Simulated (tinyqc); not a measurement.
p-type polysilicon, carrier trapping at grain boundaries: two steps of the calculation.

One-dimensional grains of size Lg, uniform ionised doping N, monovalent traps Qt at each boundary at a depth Et below (for electrons) or above (for holes) the band edge there, abrupt depletion of width W on each side of a boundary, Boltzmann statistics. xi is the distance from the band edge at the grain centre to the Fermi level. Trapped charge Qt/(1 + exp((xi + VB - Et)/Vt)) = 2 N W, barrier VB = q N W^2/(2 eps0 eps_r).

Inputs (values chosen for the exercise); values of the order met in polycrystalline silicon:

| symbol | value | unit | meaning |
|---|---|---|---|
| T | 350 | K | temperature |
| eps_r | 11.7 |  | relative permittivity |
| NB | 3.34e19 | cm^-3 | valence-band density of states at T |
| Lg | 31 | nm | grain size |
| Qt | 9.7e11 | cm^-2 | trap density of a grain boundary |
| Et | 0.34 | eV | depth of the trap level from the majority band edge at the boundary |
| ms | 0.54 | m0 | mass for thermionic emission |
| fe | 0.12 |  | correction factor of the emission rate |
| mug | 77 | cm^2/(V s) | mobility inside the grains |
| N | 6.6e16 | cm^-3 | doping |

Constants: q = 1.602176634e-19 C, kB = 1.380649e-23 J/K, m0 = 9.1093837015e-31 kg, Vt = kB T/q, eps0 = 8.8541878128e-14 F/cm where lengths are in cm. Results are converted to the units shown.

Task 1. Depletion width, Fermi level and barrier. If the trap equation with xi = Vt ln(NB/N) has a root W < Lg/2, the grain is partly depleted; otherwise W = Lg/2 and the trap equation gives xi = Et - VB + Vt ln(Qt/(N Lg) - 1). N* = Qt/Lg.

Give: N*; W; xi; VB; share of traps filled.

Result 1.

N* = 3.1290e17 cm^-3
W = 15.500 nm
xi = 0.36753 V
VB = 0.012262 V
share of traps filled = 0.21093

N is 0.211 N*, and the grain is fully depleted; VB = 0.407 Vt.

Task 2. Resistivity and effective mobility. n0 = NB exp(-xi/Vt); mean density n0 (1 - 2 W/Lg) by charge balance in a partly depleted grain, and n0 (sqrt(pi)/2) erf(u)/u with u = sqrt(VB/Vt) in a fully depleted one; v = sqrt(kB T/(2 pi ms m0)); barrier resistivity Vt exp(VB/Vt)/(q fe n0 v Lg); grain resistivity (1 - 2 W/Lg)/(q n0 mug); effective mobility 1/(q mean density total resistivity).

W = 15.5 nm
xi = 0.36753046 V
VB = 0.012261769 V

Wanted: n0; mean density; v; barrier resistivity; grain resistivity; resistivity; effective mobility.

Result 2.

n0 = 1.7043e14 cm^-3
mean density = 1.4990e14 cm^-3
v = 3.9541e6 cm/s
barrier resistivity = 1127.6 ohm cm
grain resistivity = 0.0000 ohm cm
resistivity = 1127.6 ohm cm
effective mobility = 36.926 cm^2/(V s)

The resistivity is 918 times that of a single crystal with the same N and mobility mug, and the mean density is 0.227 % of N.

tinyqc, about 0.01 s, one thread, Intel Xeon 2.30GHz (shared host): `OMP_NUM_THREADS=1 python tinyqc.py 2830312 2830313 out.jsonl`
